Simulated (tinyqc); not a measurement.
# Trap density and cross-section from triangular pulses

Problem. In charge pumping, for a flat interface trap density D0 and a symmetric triangular wave, Qcp = -2 q A D0 Vt ln[vth s ni (dV/Va)/(2 f)], with s the geometric mean cross-section. Find D0, the frequency f0 where the line meets zero, and s.

Parameters, values chosen for the exercise:

| symbol | value | unit | meaning |
|---|---|---|---|
| T | 300 | K | temperature |
| A | 0.69 | um^2 | gate area |
| vth | 1.3e7 | cm/s | thermal velocity at 300 K, one nominal value for electrons and holes |
| dV | 0.95 | V | Vth - Vfb |
| Va | 3.2 | V | pulse height |

Constants: q = 1.602176634e-19 C, kB = 1.380649e-23 J/K, Vt = kB T/q. Results are converted to the units shown.

Qcp at f = 20000 and 1e6 Hz (fC): 0.046134075  0.075202961
ni = 1.2932676e10 cm^-3

Solution. Qcp is linear in ln f: the slope gives D0 and the zero gives s = 2 f0 Va/(vth ni dV).

D0 = 1.30e11 cm^-2 eV^-1
f0 = 40.2 Hz
s = 1.61e-15 cm^2

Computed by the program tinyqc: `OMP_NUM_THREADS=1 python tinyqc.py 2030006 2030007 out.jsonl`, one thread of a shared Intel Xeon 2.30GHz, about 0.01 s for the whole run.
